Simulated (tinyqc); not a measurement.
# Semiconductor laser, carrier and photon rate equations: what changes with what

Carrier density N and photon density S in one mode: dN/dt = F1 = eta I/(q V) - (A N + B N^2 + C N^3) - vg g S; dS/dt = F2 = G vg g S + G be B N^2 - S/tp, with g = g0 ln(N/Ntr)/(1 + ec S). Output power P = Fo Eph S V/(G tp). No heating, no carrier transport.

Parameters, values chosen for the exercise:

| symbol | value | unit | meaning |
|---|---|---|---|
| V | 2.4e-11 | cm^3 | active volume |
| G | 0.075 |  | confinement factor |
| vg | 7.32e9 | cm/s | group velocity |
| g0 | 1400 | 1/cm | gain coefficient |
| Ntr | 1.5e18 | cm^-3 | transparency density |
| ec | 6.5e-18 | cm^3 | gain compression |
| tp | 1.5 | ps | photon lifetime |
| A | 2.7e7 | 1/s | defect recombination coefficient |
| B | 1.1e-10 | cm^3/s | radiative coefficient |
| C | 8.3e-30 | cm^6/s | Auger coefficient |
| be | 0.00085 |  | share of spontaneous emission into the mode |
| eta | 0.82 |  | injection efficiency |
| Fo | 0.57 |  | share of cavity losses that is output |
| Eph | 1.9 | eV | photon energy |
| I | 38 | mA | drive current |

Constants: q = 1.602176634e-19 C. Results are converted to the units shown.

Each table varies one quantity; the others keep the values above.

## Effect of the gain compression on threshold and bandwidth

gth = 1/(G vg tp), Nth = Ntr exp(gth/g0), Ith = q V (A Nth + B Nth^2 + C Nth^3)/eta. N and S are the steady state (F1 = F2 = 0, S > 0). Jacobian, with a = g0/(N (1 + ec S)) and d = g/(1 + ec S): J11 = -(A + 2 B N + 3 C N^2) - vg a S, J12 = -vg d, J21 = G vg a S + 2 G be B N, J22 = G vg d - 1/tp. wR^2 = det J, gamma = -trace J, fR = wR/(2 pi); the response wR^2/(wR^2 - w^2 + i gamma w) falls to 1/sqrt(2) at w^2 = x + sqrt(x^2 + wR^4), x = wR^2 - gamma^2/2 (f3dB = w/(2 pi)).

The same in every row: Ith (mA) = 8.802.

Effect of the gain compression on threshold and bandwidth:
```
ec (cm^3)  P (mW)  fR (GHz)  gamma (1/ns)  f3dB (GHz)
1e-18       25.93     5.825         3.733       9.034
2.2e-18     25.91     5.821         4.288       9.022
4.6e-18     25.89     5.812         5.395       8.995
1e-17       25.83     5.791         7.865       8.924
2.2e-17     25.71     5.747         13.25       8.716
4.6e-17     25.46     5.663         23.61       8.103
1e-16       24.89     5.488         45.07       5.902
```

As ec goes from 1e-18 to 1e-16 cm^3, Ith stays at 8.80 mA, fR falls from 5.83 to 5.49 GHz, gamma rises from 3.73 to 45.1 1/ns and f3dB falls from 9.03 to 5.90 GHz.

## Effect of the Auger coefficient on threshold and bandwidth

Same model as above.

Effect of the Auger coefficient on threshold and bandwidth:
```
C (cm^6/s)  Ith (mA)  P (mW)  fR (GHz)  gamma (1/ns)  f3dB (GHz)
8.3e-31        7.207   27.30     5.959         6.248       9.214
1.6e-30        7.372   27.15     5.943         6.250       9.189
3.1e-30        7.692   26.87     5.913         6.254       9.141
5.9e-30        8.290   26.33     5.855         6.261       9.050
1.1e-29        9.379   25.35     5.747         6.275       8.882
2.2e-29        11.73   23.25     5.509         6.306       8.509
4.2e-29        16.00   19.44     5.046         6.368       7.784
```

What does the comparison show?

As C goes from 8.3e-31 to 4.2e-29 cm^6/s, Ith rises from 7.21 to 16.0 mA, fR falls from 5.96 to 5.05 GHz, gamma rises from 6.25 to 6.37 1/ns and f3dB falls from 9.21 to 7.78 GHz.

## Effect of the confinement factor on threshold and bandwidth

Same model as above.

Effect of the confinement factor on threshold and bandwidth:
```
G      Ith (mA)  P (mW)  fR (GHz)  gamma (1/ns)  f3dB (GHz)
0.05     22.867  13.410    2.7689        4.0783      4.2604
0.064    12.160  22.879    4.6876        5.1410      7.2443
0.083    7.3600  27.158    6.5182        7.1365      10.073
0.11     4.9051  29.353    8.5735        10.223      13.236
0.14     3.7713  30.368    10.466        13.796      16.135
0.18     3.0521  31.012    12.606        18.661      19.395
0.22     2.6708  31.353    14.458        23.573      22.197
```

As G goes from 0.05 to 0.22, Ith falls from 22.9 to 2.67 mA, fR rises from 2.77 to 14.5 GHz, gamma rises from 4.08 to 23.6 1/ns and f3dB rises from 4.26 to 22.2 GHz. For G = 0.18 to 0.22 the current exceeds 12 Ith, where heating, left out here, usually rolls the output over.

Program tinyqc, `OMP_NUM_THREADS=1 python tinyqc.py 2840020 2840021 out.jsonl`; Intel Xeon 2.30GHz, shared host, one thread, about 0.01 s.
